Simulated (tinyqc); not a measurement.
Comparisons within one model: density of states of one tight-binding band on the triangular lattice. A value that a table varies takes the place of the one given here.

E(k) = -2 t (cos 2 pi k1 + cos 2 pi k2 + cos 2 pi (k1 + k2)); k in fractions of the reciprocal vectors, mesh k_i = j/N with j = 0 .. N-1. Densities are per cell and per spin, so the band holds one state.

Each cell of the mesh is cut along (i+1, j)-(i, j+1) into two triangles. For corner energies e1 <= e2 <= e3 and eij = ei - ej, the share of the triangle below E is n = (E - e1)^2/(e21 e31) for e1 < E < e2 and n = 1 - (e3 - E)^2/(e31 e32) for e2 < E < e3; its density of states is g = dn/dE.

Gaussian broadening: g(E) = mean over the mesh of exp(-(E - E_k)^2/(2 sigma^2))/(sigma sqrt(2 pi)), n(E) = mean of erfc((E_k - E)/(sigma sqrt 2))/2.

Values chosen for the exercise:
```
symbol  value  unit  meaning
t       0.63   eV    nearest hopping
N2      12           mesh points along each axis in this comparison
sigma   0.189  eV    Gaussian width
E       -2.92  eV    energy at which the density is wanted
```

## Three ways to the same curve

N = N2 here; the reference is the linear method with N = 240.

g(E) (1/eV):
```
E (eV)  reference  linear triangles  Gaussian, sigma  Gaussian, sigma/4  reference n(E)
-3.264      0.078             0.073            0.062              0.000           0.039
-2.748      0.085             0.090            0.126              0.139           0.081
-2.233      0.093             0.093            0.033              0.000           0.127
-1.717      0.102             0.104            0.181              0.701           0.177
-1.202      0.115             0.118            0.089              0.166           0.233
-0.687      0.132             0.131            0.171              0.170           0.296
-0.171      0.158             0.165            0.118              0.001           0.371
0.344       0.200             0.194            0.219              0.032           0.462
0.860       0.291             0.316            0.238              0.147           0.584
1.375       0.470             0.489            0.497              0.100           0.817
```

Root-mean-square errors against the reference: 0.0106 for linear triangles, 0.0440 for sigma and 0.2428 for sigma/4. The narrow Gaussian is worse than the wide one, because it resolves the separate mesh levels. The reference is highest at 1.375 eV of the energies listed, and half filling lies between 0.344 and 0.860 eV.

## Convergence with the mesh

At the energy E; the plain count is the share of mesh points below E; the reference is the linear method with N = 240.

Results:
```
N   points  g linear  n linear  g Gaussian  n Gaussian  n plain count
4       16    0.0508    0.0218      0.0000      0.0625         0.0625
6       36    0.0903    0.0388      0.0375      0.0306         0.0278
8       64    0.0774    0.0561      0.1607      0.0851         0.1094
12     144    0.0862    0.0606      0.0861      0.0611         0.0486
16     256    0.0811    0.0634      0.0672      0.0678         0.0742
24     576    0.0832    0.0652      0.0822      0.0667         0.0642
48    2304    0.0823    0.0663      0.0826      0.0669         0.0655
```

reference n and g: 0.0666  0.0825

The linear n(E) stays within 0.002 of the reference from N = 24 on. The Gaussian g stays within 1 % of its last value from N = 24 on; it tends to the broadened curve, not the true one. At the last mesh it lies 0.000 1/eV from the reference g and the linear g 0.000. The plain count errs by -0.0011 at the last mesh.

## Critical points

The gradient vanishes at these points by symmetry; the signs of the eigenvalues of the second-derivative matrix give the type.

Critical points:
```
point                 k   E (eV)  positive  negative     type
Gamma            (0, 0)  -3.7800         2         0  minimum
M              (0.5, 0)   1.2600         1         1   saddle
K      (0.3333, 0.3333)   1.8900         0         2  maximum
```

Gamma is a minimum at -3.780 eV: g has a step there. M is a saddle at 1.260 eV: g diverges logarithmically there. K is a maximum at 1.890 eV: g has a step there.

## What moves the count of states

Linear method and Gaussian sum with N = 48. Each row changes one parameter from the base and keeps the others.

Results:
```
case              n linear  g linear (1/eV)  n Gaussian  g Gaussian (1/eV)
base                0.0663           0.0823      0.0669             0.0826
t = 0.693 eV        0.0887           0.0783      0.0892             0.0783
E = -2.857 eV       0.0715           0.0837      0.0721             0.0834
sigma = 0.378 eV    0.0663           0.0823      0.0677             0.0820
```

The largest shifts from the base row, up to three for each result and ties (the steps differ in size, so this ranks the rows, not the parameters). n linear: t +0.0224, E +0.0052; unchanged at the printed digits by sigma. g linear (1/eV): t -0.0039, E +0.0014; unchanged at the printed digits by sigma. n Gaussian: t +0.0224, E +0.0052, sigma +0.0008. g Gaussian (1/eV): t -0.0042, E +0.0008, sigma -0.0006.

Run: tinyqc, `OMP_NUM_THREADS=1 python tinyqc.py 1680987 1680988 out.jsonl`; Intel(R) Xeon(R) Processor @ 2.30GHz, one thread, shared host; about 0.09 s of CPU time with all checks.
